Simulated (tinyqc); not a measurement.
# Gap and screening length from two transmissions

Inverse problem. At the source junction of a tunnel FET, T(w) = exp(-S), S = 2 pi lam sqrt(m/(C Eg)) [w + Eg/2 - sqrt(w (w + Eg))], C = hbar^2/(2 m0). Find Eg (between 0.1 and 3 eV) and lam.

Parameters, values chosen for the exercise:

| symbol | value | unit | meaning |
|---|---|---|---|
| m | 0.073 | m0 | band-edge mass of the two-band model |

Constants: q = 1.602176634e-19 C, hbar = 1.054571817e-34 J s, m0 = 9.1093837015e-31 kg, hbar^2/(2 m0) = 0.0380998212 eV nm^2. Results are converted to the units shown.

T(w) at w = 0.07 and 0.41 eV: [1.3431141e-4, 0.0072066343]

Solution. The ratio of the two exponents depends on Eg alone and falls steadily with it, which fixes Eg; either exponent then gives lam.

ratio of the two S = 1.807
Eg = 1.400 eV
lam = 2.700 nm

tinyqc, about 0.01 s, one thread, Intel Xeon 2.30GHz (shared host): `OMP_NUM_THREADS=1 python tinyqc.py 2620010 2620011 out.jsonl`
